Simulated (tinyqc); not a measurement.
Worked calculation: Deal-Grove kinetics of thermal oxidation of silicon. Computed by tinyqc, a small Python program that keeps every step. Command: `OMP_NUM_THREADS=1 python tinyqc.py 3031284 3031285 out.jsonl oxide walk`. One thread of a shared host (Intel(R) Xeon(R) Processor @ 2.30GHz), about 0.03 s of CPU time with the checks. Intermediate numbers are printed to about 6 digits and carried at full precision; extremes and crossings named in words are read from the listed rows.

Oxidant diffuses through the oxide and reacts at the interface, so that dx/dt = B/(A + 2x) for the oxide thickness x.

Inputs (values chosen for the exercise, close to those used for silicon):
```
quantity                       value    unit
prefactor B0                     803  um^2/h
activation energy E_B           1.24      eV
prefactor (B/A)0            6.56e+06    um/h
activation energy E_A              2      eV
temperature T                    850       C
oxidant pressure p                10     atm
pressure exponent m of B/A      0.73       -
initial oxide x_i              0.025      um
time t                           1.4       h
temperature of step 2, T2       1000       C
time of step 2, t2               2.4       h
```

Ambient: dry oxygen. Surface: (111). Extension: second step.

Constants: k_B = 8.617333262e-05 eV/K.

## Rate constants

B = B0 p exp(-E_B/(k_B T)), B/A = (B/A)0 p^m exp(-E_A/(k_B T)), p in atm; A = B/(B/A). Temperatures in kelvin are T(C) + 273.15.

parabolic constant B = 0.0219084 um^2/h

linear constant B/A = 0.0373715 um/h

length A = 0.586232 um

Reaction at the interface limits growth while x is well below A/2 = 0.293 um, diffusion once x is well above it.

## Thickness after the oxidation

tau = (x_i^2 + A x_i)/B and x = (A/2) [sqrt(1 + 4 B (t + tau)/A^2) - 1], the root of x^2 + A x = B (t + tau). Silicon consumed is 0.44 times the oxide grown; the rate is B/(A + 2x).

tau = 0.697487 h

oxide thickness x = 0.0700224 um

silicon consumed = 0.0198099 um

final growth rate = 0.0301653 um/h

2x/A = 0.239: the interface reaction limits the rate.

## Full law against its linear and parabolic limits

Linear limit x = (B/A)(t + tau); parabolic limit x = sqrt(B (t + tau)).

Thickness (um):
```
t (h)      full  linear limit  parabolic limit     2x/A
0.05   0.026717       0.02793         0.127970  0.09115
0.1    0.028425       0.02980         0.132180  0.09698
0.25   0.033495       0.03541         0.144076  0.11427
0.5    0.041775       0.04475         0.161972  0.14252
1      0.057749       0.06344         0.192845  0.19702
2      0.087692       0.10081         0.243100  0.29917
4      0.141431       0.17555         0.320803  0.48251
8      0.232683       0.32504         0.436518  0.79383
16     0.378994       0.62401         0.604826  1.29298
32     0.602577       1.22195         0.846374  2.05576
```

Both limits lie above the full result, since each drops one resistance. The linear law overshoots by 4.6 % in the first row and 100 % in the last, the parabolic law by 380 % and 40 %. The better limit switches between 8 and 16 h; both give the same value where B (t + tau) = A^2, at 2x/A = sqrt5 - 1 = 1.24.

## A second oxidation in the same ambient

Step 2 starts from the thickness x of step 1, with B and A at T2: tau2 = (x^2 + A2 x)/B2 and x2 = (A2/2) [sqrt(1 + 4 B2 (t2 + tau2)/A2^2) - 1].

B2 = 0.0991202 um^2/h

A2 = 0.232423 um

tau2 = 0.213660 h

thickness after both steps x2 = 0.405872 um

## Two steps, the one at T2 first

First t2 at T2 from x_i, then t at T from the thickness reached.

thickness after t2 at T2 = 0.391557 um

final thickness in this order = 0.413601 um

The order changes the result by 1.9 %: ending with the larger A gives the thicker film, since A differs between the steps and the times are not simply additive.

Checks made by the program: closed form against Runge-Kutta integration of dx/dt (relative difference below 1e-10).
